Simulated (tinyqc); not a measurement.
# Changing the energy relaxation time tau_E

Model: velocity overshoot from momentum and energy balance equations after a field step. Computed by tinyqc, a small Python program. Command: `OMP_NUM_THREADS=1 python tinyqc.py 3002207 3002208 out.jsonl overshoot sweep`. One thread of a shared host (Intel(R) Xeon(R) Processor @ 2.30GHz), about 0.03 s of CPU time with the checks.

At t = 0 the field jumps from 0 to F in a uniform sample. v is the drift velocity and u = w - (3/2) k_B T the excess energy per carrier.

Inputs (values chosen for the exercise, modelled on electrons in strained silicon except for tau_E): effective mass m = 0.19 m_0; low-field mobility mu_0 = 2400 cm^2/(V s); saturation velocity v_s = 1 1e7 cm/s; field after the step F = 10 kV/cm; lattice temperature T = 300 K; time step dt = 9.5 fs.

Scheme: explicit Euler.

Constants: m_0 = 9.1093837015e-31 kg; e = 1.602176634e-19 C; k_B = 8.617333262e-05 eV/K.

Method:
- dv/dt = e F/m - v/tau_m(u), du/dt = e F v - u/tau_E, tau_m(u) = tau_0/(1 + c u), tau_0 = m mu_0/e, c = mu_0/(e tau_E v_s^2); this choice gives the steady state v (1 + mu_0 F v/v_s^2) = mu_0 F, which saturates at v_s. Steady velocity v = 2 mu_0 F/(1 + sqrt(1 + 4 (mu_0 F/v_s)^2)); u = e F v tau_E; carrier temperature T + 2u/(3 k_B), neglecting the drift energy m v^2/2.
- Step: v_new = v + dt (e F/m - v/tau_m(u)), u_new = u + dt (e F v - u/tau_E). Start v = u = 0; the distance adds dt (v + v_new)/2.
- Run to 8 times the larger of tau_E and tau_0, but at most 20001 steps, and stop early if |v| > 1000 v_s or u < -1/(2c); the run is accepted if the last v is within 0.5 % of the steady value.

One run for each value; columns: (1) energy relaxation time tau_E (ps); (2) peak over steady velocity; (3) time of the peak (fs); (4) distance at the peak (nm); (5) steady carrier temperature (K):
```
(1)      (2)    (3)     (4)     (5)
0.10  1.1527  199.5  12.797   362.9
0.15  1.2372  209.0  14.173   394.4
0.24  1.3496  228.0  16.755   451.0
0.36  1.4574  256.5  20.608   526.5
0.55  1.5782  285.0  24.876   646.0
0.85  1.7088  323.0  30.861   834.7
1.30  1.8401  361.0  37.367  1117.8
2.00  1.9742  408.5  45.907  1558.1
```

Over the rows, peak over steady velocity rises from 1.15 to 1.97 (exponent d ln y / d ln x 0.17 between the first rows and 0.16 between the last); time of the peak (fs) rises from 200 to 408 (exponent d ln y / d ln x 0.11 between the first rows and 0.29 between the last); distance at the peak (nm) rises from 12.8 to 45.9 (exponent d ln y / d ln x 0.25 between the first rows and 0.48 between the last). The steady velocity is the same in every row; a longer tau_E delays the heating and so lets v climb further towards mu_0 F.

Extremes, crossings and ranges named in words are read from the listed rows.
